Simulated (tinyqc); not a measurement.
Conductance of a narrow metal strip with scatterers (square lattice, Green functions): one step. Modes at the Fermi energy. Two cases, with inputs chosen for the exercise.

Task: For each n: en, cos(kn a) = (en - E)/(2t), z_n and the velocity 2 t a sin(kn a) (zero if closed).

A strip of W sites across with hard walls, site energy 0 and hopping -t. Mode n = 1 to W has profile chi_n(j) = sqrt(2/(W + 1)) sin(n j pi/(W + 1)) and energy en = -2t cos(n pi/(W + 1)); E = en - 2t cos(kn a). With z_n = exp(i kn a) (Im k > 0 for closed modes, |z| < 1) each lead gives the self-energy -t z_n in mode n. One column carries the site energies v, here one foreign atom. In the mode basis V_nm = sum_j chi_n(j) v_j chi_m(j), G = (E - en + 2 t z_n - V)^-1, and t_nm = 2t sqrt(sin(kn a) sin(km a)) G_nm in size for open modes. T = sum |t_nm|^2, conductance (2e^2/h) T.

Constants: e^2/h = 3.874045865e-05 S.

Give: Modes.

Case 1.

Values chosen (hopping and spacing of the size met in Cu or Al; the lattice is a model; the results hold for these values, not for the real material): t = 1.21 eV (hopping); a = 2.41 angstrom (spacing); W = 3 (sites across); E = -1.57 eV (Fermi energy).

Result:

Modes:
```
n  en (eV)  cos(k a)                  z  dE/dk (eV angstrom)
1  -1.7112  -0.05835  -0.05835+0.99830i               5.8223
2   0.0000   0.64876   0.64876+0.76099i               4.4383
3   1.7112   1.35587            0.44024               0.0000
```

2 of 3 modes are open, so the clean strip has a resistance of 6453 ohm, whatever its length.

Case 2.

Values chosen (hopping and spacing of the size met in Cu or Al; the lattice is a model; the results hold for these values, not for the real material): t = 1.8 eV (hopping); a = 2.69 angstrom (spacing); W = 3 (sites across); E = 0.32 eV (Fermi energy).

Result:

Modes:
```
n  en (eV)  cos(k a)                  z  dE/dk (eV angstrom)
1  -2.5456  -0.79600  -0.79600+0.60530i               5.8617
2   0.0000  -0.08889  -0.08889+0.99604i               9.6457
3   2.5456   0.61822   0.61822+0.78601i               7.6117
```

3 of 3 modes are open, so the clean strip has a resistance of 4302 ohm, whatever its length.

Computed by tinyqc, one run a case: `OMP_NUM_THREADS=1 python tinyqc.py N N+1 out.jsonl` with N = 1451223, 1451772; one thread of a shared Intel(R) Xeon(R) Processor @ 2.30GHz, about 0.01 s a run at most.
